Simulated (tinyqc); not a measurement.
Bloch-Grueneisen resistivity of a metal. From one set of inputs to another, one input at a time. Computed by tinyqc, a small Python program. Command: `OMP_NUM_THREADS=1 python tinyqc.py 3005656 3005657 out.jsonl bg ladder`. One thread of a shared host (Intel(R) Xeon(R) Processor @ 2.30GHz), about 0.01 s of CPU time with the checks.

Electrons scatter from a Debye spectrum of phonons (n = 5 for scattering within one band, n = 3 for scattering into a second, heavy band) and from static defects.

The inputs printed are set A. Set A is modelled on silver; the values taken over come from a set modelled on gold. Inputs not listed in the table keep their values of set A, so the rows need not describe a real material.

Inputs (values chosen for the exercise, modelled on silver):

| quantity | value | unit |
|---|---|---|
| exponent n | 5 | - |
| Debye temperature Theta | 228 | K |
| transport coupling lambda_tr | 0.12 | - |
| Drude plasma energy hbar w_p | 9.3 | eV |
| residual resistivity rho_0 | 0.68 | microohm cm |
| temperature T | 373 | K |

Addition: none.

Constants: k_B = 1.380649e-23 J/K; hbar = 1.054571817e-34 J s; eps_0 = 8.8541878128e-12 F/m; hbar = 6.582119569e-16 eV s; k_B = 8.617333262e-05 eV/K.

Method:
- rho_ph = (n - 1) rho_1 (T/Theta)^n J_n(Theta/T), with rho_1 = 2 pi lambda_tr k_B Theta/(hbar eps_0 w_p^2), the high-temperature line at T = Theta.
- J_n(y) = int_0^y x^n e^x/(e^x - 1)^2 dx, by 96 Gauss-Legendre points (upper limit at most 60).
- Matthiessen's rule: rho = rho_0 + rho_ph.
- Temperature coefficient (1/rho) d rho/dT by a central difference of +/- 0.5 K; residual ratio rho(295 K)/rho(4.2 K); scattering time tau = 1/(eps_0 w_p^2 rho); Wiedemann-Franz kappa = L_0 T/rho, L_0 = (pi^2/3)(k_B/e)^2.

Each row keeps all changes above it:

| input moved | from | to | temperature coefficient (1e-3/K) | residual resistance ratio | phonon resistivity rho_ph (microohm cm) |
|---|---|---|---|---|---|
| set A | - | - | 2.094 | 3.344 | 2.040 |
| residual resistivity rho_0 (microohm cm) | 0.68 | 0.37 | 2.363 | 5.308 | 2.040 |
| temperature T (K) | 373 | 400 | 2.216 | 5.308 | 2.194 |
| Debye temperature Theta (K) | 228 | 175 | 2.187 | 5.367 | 2.210 |
| Drude plasma energy hbar w_p (eV) | 9.3 | 8.9 | 2.214 | 5.768 | 2.413 |
| transport coupling lambda_tr | 0.12 | 0.16 | 2.290 | 7.357 | 3.218 |

Temperature coefficient goes from 2.09 to 2.29, a factor 1.09 in all. The largest single move comes from residual resistivity rho_0 (a factor 1.13), and temperature T works against it (a factor 0.938). Residual resistance ratio goes from 3.34 to 7.36, a factor 2.20 in all. The largest single move comes from residual resistivity rho_0 (a factor 1.59). Phonon resistivity rho_ph goes from 2.04 to 3.22, a factor 1.58 in all. The largest single move comes from transport coupling lambda_tr (a factor 1.33). The single moves hold for this order of the switches; the total does not depend on the order.

Extremes, crossings and ranges named in words are read from the listed rows.
